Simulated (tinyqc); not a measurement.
On-chip interconnect, size-dependent resistivity and RC delay: one step of the calculation.

A rectangular line between two neighbours and two ground planes. Surface and grain-boundary scattering are added to the bulk resistivity as corrections; capacitances are parallel-plate values without fringing; inductance is ignored.

Task. Resistivity, resistance and capacitance per length. Metal width x = wd - 2 tl, height y = AR wd - tl; grain boundaries (Mayadas-Shatzkes): al = (lam/(gr x)) Rg/(1 - Rg), g = 1/[1 - 3 al/2 + 3 al^2 - 3 al^3 ln(1 + 1/al)] - 1; surfaces (Fuchs-Sondheimer, thick limit): s = (3/8) lam (1 - ps)(1/x + 1/y); rho = rho0 (1 + g + s); r = rho/(x y); c = eps0 ek (2 wd/hd + 2 Mf AR wd/sp).

Inputs (values chosen for the exercise); metal values close to those of copper:
- rho0 = 1.63 uohm cm (bulk resistivity)
- lam = 40.6 nm (bulk mean free path)
- ps = 0 (specular share of surface scattering)
- Rg = 0.52 (reflection coefficient of grain boundaries)
- gr = 1 (grain size over the metal width)
- wd = 100 nm (drawn line width)
- AR = 1.5 (aspect ratio, height over width)
- tl = 2 nm (liner on both walls and the bottom, not conducting)
- sp = 100 nm (space to the neighbouring lines)
- hd = 200 nm (dielectric height to the planes above and below)
- ek = 2.5 (relative permittivity of the dielectric)
- Mf = 1 (Miller factor of the neighbours)

Constants: eps0 = 8.8541878128e-12 F/m. Results are converted to the units shown.

Give: x; y; al; g; s; rho; r; c.

Result.

x = 96.000 nm
y = 148.00 nm
al = 0.45816
g = 0.64346
s = 0.26147
rho = 3.1050 uohm cm
r = 2.1854 ohm/um
c = 0.088542 fF/um

tinyqc, about 0.01 s, one thread, Intel Xeon 2.30GHz (shared host): `OMP_NUM_THREADS=1 python tinyqc.py 2100032 2100033 out.jsonl`
